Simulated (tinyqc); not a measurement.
Size of the basis: round or elliptic silicon nanowire with anisotropic valleys (Ritz method).

Wire along x = [100] on a (001) wafer, y = [010], z = [001]. Valley groups, two valleys each (w = inverse masses): A, axis along z: w_y = 1/mt, w_z = 1/ml, m_x = mt; B, axis along y: w_y = 1/ml, w_z = 1/mt, m_x = mt; C, axis along x: w_y = w_z = 1/mt, m_x = ml.

Hard wall on the ellipse (y/a)^2 + (z/b)^2 = 1, c = hbar^2/2m0. With u = y/a, v = z/b the operator is -c [(w_y/a^2) d2/du2 + (w_z/b^2) d2/dv2] on the unit disc. Basis (1 - u^2 - v^2) u^i v^j; S, X and Y are the disc integrals of f f', (df/du)(df'/du) and (df/dv)(df'/dv), from the integral of u^p v^q = 2 Gamma((p+1)/2) Gamma((q+1)/2)/((p + q + 2) Gamma((p+q+2)/2)) for even p, q; H = c (w_y X/a^2 + w_z Y/b^2).

Constants: hbar^2/2m0 = 3.80998211 eV angstrom^2.

Inputs chosen for the exercise (near those of a Si nanowire; shifted at random, so the results belong to these values and not to a real crystal): ml = 0.909 m0 (longitudinal mass); mt = 0.189 m0 (transverse mass); a = 23 angstrom (semi-axis along y); b = 28 angstrom (semi-axis along z).

Lowest level of each group with 1, 3, 6 and 21 even functions.

Levels (meV):
```
functions,A,B,C
1,130.36,100.91,191.46
3,122.56,96.38,184.38
6,122.34,96.34,184.35
21,122.34,96.34,184.35
```

What can be read from this table?

One function errs by 6.6 % for A, 4.7 % for B and 3.9 % for C, six by 0.0024, 0.00016 and 4.3e-05 meV. The error grows with the axis ratio of the stretched ellipse (2.67, 1.80, 1.22); for a circle it is 6/5.783 - 1 = 3.7 %.

Program tinyqc; command `OMP_NUM_THREADS=1 python tinyqc.py 1281114 1281115 out.jsonl`; about 0.05 s on one thread of a shared Intel(R) Xeon(R) Processor @ 2.30GHz.
